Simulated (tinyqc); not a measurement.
Free and trapped electrons in a MOS channel with a dense trap tail: two steps of the calculation.

p-type body, charge-sheet picture, full ionisation (an idealisation for deep acceptors), Boltzmann statistics for free electrons. e = Ec - EF at the surface. Acceptor-like traps of density D(E) = D0 + De exp(-E/Ew) at depth E below Ec, from 0 to Eu, hold n_t = integral of D(E)/(1 + exp((e - E)/Vt)). psi = Eg - Vt ln(Nv/Na) - e; N_dep = sqrt(2 eps0 eps_r Na (psi - Vt)/q); n_f = sqrt(N_dep^2 + 2 eps0 eps_r Vt Nc exp(-e/Vt)/q) - N_dep; Vg = Vfb + psi + q (N_dep + n_t + n_f)/Cox, Cox = eps0 eox/tox.

Inputs (values chosen for the exercise); band and dielectric values close to those of 4H silicon carbide: temperature T = 250 K; band gap Eg = 3.2 eV; relative permittivity eps_r = 9.78; conduction-band density of states at T Nc = 1.3e19 cm^-3; valence-band density of states at T Nv = 1.9e19 cm^-3; relative permittivity of the insulator eox = 3.9; insulator thickness tox = 31 nm; acceptor density Na = 1.5e16 cm^-3; flat-band voltage without trapped charge Vfb = -2.85 V; constant background density of acceptor-like traps D0 = 1.3e10 cm^-2 eV^-1; density of the tail at the conduction edge De = 5.2e13 cm^-2 eV^-1; decay energy of the tail Ew = 0.14 eV; depth below Ec down to which the traps reach Eu = 0.5 eV; mobility of free electrons mf = 90 cm^2/(V s); Ec - EF at the surface e = 0.072 eV.

Constants: q = 1.602176634e-19 C, kB = 1.380649e-23 J/K, Vt = kB T/q, eps0 = 8.8541878128e-14 F/cm where lengths are in cm. Results are converted to the units shown.

Question 1. Trapped charge. Trapezoid rule on 15 equal steps from 0 to Eu, f = 1/(1 + exp((e - E)/Vt)).

Find: E; D(E) f; n_t.

Answer 1.

```
point    E (eV)  D(E) f (cm^-2 eV^-1)
0             0             1.7765e12
1      0.033333             5.8411e12
2      0.066667             1.4167e13
3       0.10000             2.0013e13
4       0.13333             1.8975e13
5       0.16667             1.5632e13
6       0.20000             1.2442e13
7       0.23333             9.8290e12
8       0.26667             7.7527e12
9       0.30000             6.1134e12
10      0.33333             4.8210e12
11      0.36667             3.8024e12
12      0.40000             2.9995e12
13      0.43333             2.3667e12
14      0.46667             1.8680e12
15      0.50000             1.4750e12
```

n_t = 4.2749e12 cm^-2

Question 2. Charges and gate voltage. psi, N_dep, n_f and Vg as defined, with the n_t given; free share n_f/(n_f + n_t); apparent mobility mf n_f/(n_f + n_t); gate voltage spent on traps q n_t/Cox.

n_t = 4.2749492e12 cm^-2

Find: psi; N_dep; n_f; Vg; free share; apparent mobility; gate voltage spent on traps.

Answer 2.

psi = 2.974 V
N_dep = 6.919e11 cm^-2
n_f = 7.346e10 cm^-2
Vg = 7.374 V
free share = 1.689 %
apparent mobility = 1.520 cm^2/(V s)
gate voltage spent on traps = 6.149 V

tinyqc, about 0.02 s, one thread, Intel Xeon 2.30GHz (shared host): `OMP_NUM_THREADS=1 python tinyqc.py 2222202 2222203 out.jsonl`
